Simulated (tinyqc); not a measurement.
Comparisons within one model: inter-valley coupling by envelope functions against a chain of atomic planes. A value that a table varies takes the place of the one given here.

Chain: E(phi) = e0 + 2 v cos(phi) + 2 u cos(2 phi), cos(phi0) = -v/(4u), e0 = 2u + v^2/(4u); plane j = 0, 1, ... has the potential V_j = dE x_j + F (j - 30) a/4 (1 MV/m = 1e-4 V/angstrom). There are 30 barrier planes a side; with y = j - 29.5, x_j = xb (f(y) + f(Nw - y)), f(y) = 1/(1 + exp(y/L)), plus any Ge added in the well. The valley splitting is the spacing of the two lowest levels. Envelope theory: F_j solves a one-valley chain with hopping -b and diagonal 2b + V_j, b = 4u sin^2(phi0), sum F_j^2 = 1; the valleys couple by Dv = sum_j F_j^2 V_j exp(-2 i phi0 j) and split by 2|Dv|.

Parameters, chosen for this exercise (near those of the Delta valleys of silicon in a SiGe well; the results hold for these values, not for the real material): a = 5.431 angstrom (lattice constant; planes lie a/4 apart); u = 0.612 eV (second-neighbour hopping); v = 0.504 eV (nearest hopping); Nw = 59 (planes in the well); L = 0.75 planes (interface width); xb = 0.27 (Ge fraction of the barriers); dE = 0.53 eV (offset per unit Ge fraction); F = 0 MV/m (field); xs = 0.07 (Ge fraction added on that plane); xw = 0.009 (mean Ge fraction of the wiggle); x0 = 1393 (start of the number sequence); na = 12000 (atoms a plane under the dot); js = 50 (plane j of a Ge spike (the well starts at j = 30)).

## Position of the spike

The spike is moved through the well; position counted from the first well plane, j - 30.

Against position:

| j - 30 | F_j^2, smooth | mean of the doublet (meV) | splitting, chain (micro-eV) | envelope | first order |
|---|---|---|---|---|---|
| 3 | 0.00335 | 5.35 | 211 | 209 | 248 |
| 7 | 0.00767 | 5.47 | 462 | 457 | 569 |
| 12 | 0.01446 | 5.68 | 869 | 861 | 1073 |
| 18 | 0.02263 | 5.95 | 1414 | 1407 | 1679 |
| 24 | 0.02842 | 6.17 | 1867 | 1864 | 2109 |
| 30 | 0.03001 | 6.24 | 2000 | 1997 | 2226 |
| 38 | 0.02494 | 6.03 | 1588 | 1582 | 1850 |
| 47 | 0.01304 | 5.63 | 785 | 777 | 967 |
| 56 | 0.00251 | 5.32 | 160 | 159 | 186 |

What can be read from the table?

The splitting is largest at plane 30 among these rows (2000 micro-eV), and the smooth envelope peaks at plane 29, counting all planes; without a spike it is 3.3. Where the splitting exceeds 20 micro-eV the envelope theory lies within 1.1 % of the chain and first order within 23 %.

## A periodic Ge profile (wiggle well)

periods (planes): pi/phi0 1.76676, pi/(pi - phi0) 2.30418

Added fraction xw (1 - cos(2 pi (j - 30)/p)) on the well planes; p = f times the resonant period pi/(pi - phi0). At resonance the estimate is dE xw.

Against period:

| f | p (planes) | mean of the doublet (meV) | splitting, chain (micro-eV) | envelope |
|---|---|---|---|---|
| 0.90 | 2.0738 | 9.95 | 65 | 65 |
| 0.95 | 2.1890 | 9.82 | 732 | 757 |
| 0.98 | 2.2581 | 9.86 | 3701 | 3787 |
| 0.99 | 2.2811 | 9.94 | 4461 | 4500 |
| 1.00 | 2.3042 | 9.98 | 4739 | 4734 |
| 1.01 | 2.3272 | 9.95 | 4498 | 4493 |
| 1.02 | 2.3503 | 9.87 | 3832 | 3847 |
| 1.05 | 2.4194 | 9.79 | 1180 | 1159 |
| 1.10 | 2.5346 | 9.94 | 103 | 99 |
| 1.50 | 3.4563 | 9.98 | 7 | 7 |
| 3.00 | 6.9125 | 9.98 | 7 | 7 |

What can be read from the table?

The splitting peaks at f = 1 with 4.74 meV, against the estimate dE xw = 4.77 meV, and is 0.78 and 0.81 of the value at f = 1 two per cent off to either side: the width of the resonance is set by the number of periods under the envelope. At f = 3 it is 7 micro-eV. The chain has one orbital a plane and knows only this resonance; longer periods that work through other bands are outside it.

## Random alloy fluctuations

A uniform fraction x is added on all planes. Each plane j then fluctuates by q sqrt(x_j (1 - x_j)/na) in Ge fraction, q = sqrt12 (z/2147483647 - 1/2) with z(new) = 16807 z mod 2147483647 from x0, restarted for each row; 24 samples. Theory: Dv is a complex Gaussian with sigma^2 = dE^2 sum F_j^4 x_j (1 - x_j)/na, and the mean splitting is sqrt(pi) sigma if the smooth part is negligible.

Splitting (micro-eV):

| x | sigma | sqrt(pi) sigma | mean of 24 | least | largest |
|---|---|---|---|---|---|
| 0.00 | 4.8 | 8.5 | 9.2 | 1.0 | 22.0 |
| 0.01 | 72.4 | 128.3 | 137.8 | 18.0 | 392.7 |
| 0.02 | 101.7 | 180.3 | 194.1 | 29.9 | 549.5 |
| 0.05 | 158.3 | 280.5 | 302.3 | 53.6 | 851.9 |
| 0.10 | 217.8 | 386.0 | 415.9 | 79.9 | 1170.8 |

What can be read from the table?

Without added Ge the disorder sits in the barriers, where the state is small: mean 9.2 micro-eV, against 3.3 for the smooth well. With 5 % Ge in the well the mean is 302, theory 281, with a statistical error of about 11 % for 24 samples; the miss is +8 %, and since every row reuses one sequence the rows with added Ge miss alike. The spread grows with the mean: at 5 % the samples run from 54 to 852, so small splittings remain possible. sigma falls as 1/sqrt(na) for larger dots. A chain with one orbital a plane has no Bloch-function factor, which scales all these couplings down in fuller models.

## What each parameter does

Chain with the spike on plane js. Each row changes one parameter from the base and keeps the others.

Results:

| case | level (meV) | splitting (micro-eV) |
|---|---|---|
| base | 6.034 | 1587.9 |
| Nw = 65 | 5.049 | 1277.9 |
| L = 1.25 planes | 6.246 | 1603.5 |
| xb = 0.32 | 6.157 | 1600.1 |
| dE = 0.583 eV | 6.170 | 1728.0 |
| F = 2 MV/m | 13.503 | 2124.7 |
| js = 53 | 6.144 | 1802.8 |
| xs = 0.091 | 6.226 | 1972.8 |

What does this show?

The largest shifts from the base row, up to three for each result and ties (the steps differ in size, so this ranks the rows, not the parameters). level (meV): F +7.469, Nw -0.985, L +0.212. splitting (micro-eV): F +536.8, xs +384.9, Nw -310.0.

(tinyqc, `OMP_NUM_THREADS=1 python tinyqc.py 1481313 1481314 out.jsonl`, Intel(R) Xeon(R) Processor @ 2.30GHz, 1 thread, shared host, about 0.08 s.)
